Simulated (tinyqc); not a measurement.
Worked calculation: geometry optimisation on the UHF/sto-3g surface (energies and gradients from PySCF), for H4, spin multiplicity 3. Computed by tinyqc, a small Python program that keeps every step (integrals from PySCF). Settings: charge = 0, multiplicity = 3, basis = sto-3g, optimiser = bfgs, first Hessian = 0.3, largest step = 0.3, iteration cap = 30. Command: `OMP_NUM_THREADS=1 python tinyqc.py 26710 26711 out.jsonl` (the two numbers bound the seeds that draw the settings). One thread of a shared host (Intel(R) Xeon(R) Processor @ 2.60GHz), about 1 s of CPU time with the checks.

positions at the start (bohr):
```
            x          y         z
1H   0.043464  -0.085038  0.054802
2H  -0.102045  -0.017008  1.681856
3H   0.035905  -0.081258  3.620715
4H   0.030236  -0.013228  5.109819
```

Stop when the largest gradient component is below 3e-5 hartree/bohr. The inverse Hessian follows the BFGS update with s = step, y = change of gradient.

Course of the optimisation:

| step | E (hartree) | largest gradient (hartree/bohr) |
|---|---|---|
| 1 | -1.79647761 | 3.37e-01 |
| 2 | -1.90852344 | 1.66e-01 |
| 3 | -1.96304539 | 8.22e-02 |
| 4 | -1.98934956 | 5.71e-02 |
| 5 | -2.00749027 | 4.18e-02 |
| 6 | -2.02020014 | 3.14e-02 |
| 7 | -2.02897249 | 2.38e-02 |
| 8 | -2.03518325 | 1.82e-02 |
| 9 | -2.03961920 | 1.39e-02 |
| 10 | -2.04280326 | 1.05e-02 |
| 11 | -2.04509158 | 7.93e-03 |
| 12 | -2.04673392 | 5.93e-03 |
| 13 | -2.04790880 | 4.39e-03 |
| 14 | -2.04874537 | 3.22e-03 |
| 15 | -2.04933774 | 2.34e-03 |
| 16 | -2.04975458 | 1.76e-03 |
| 17 | -2.05004596 | 1.32e-03 |
| 18 | -2.05024818 | 1.00e-03 |
| 19 | -2.05038746 | 7.68e-04 |
| 20 | -2.05048260 | 5.96e-04 |
| 21 | -2.05054700 | 4.71e-04 |
| 22 | -2.05059016 | 3.80e-04 |
| 23 | -2.05061877 | 3.13e-04 |
| 24 | -2.05063753 | 2.63e-04 |
| 25 | -2.05064967 | 2.26e-04 |
| 26 | -2.05065742 | 1.97e-04 |
| 27 | -2.05066230 | 1.74e-04 |
| 28 | -2.05066533 | 1.55e-04 |
| 29 | -2.05066717 | 1.38e-04 |
| 30 | -2.05066827 | 1.22e-04 |

Can the last value be used, and what does the course show?

Not by the stop rule, although the second column moves by less than 1e-05 over the last three steps. Not converged within 30 steps: the energy falls at every step, but slowly. Reruns: method bfgs, first Hessian 0.6, largest step 0.3: converged in 26 (E = -2.05066).
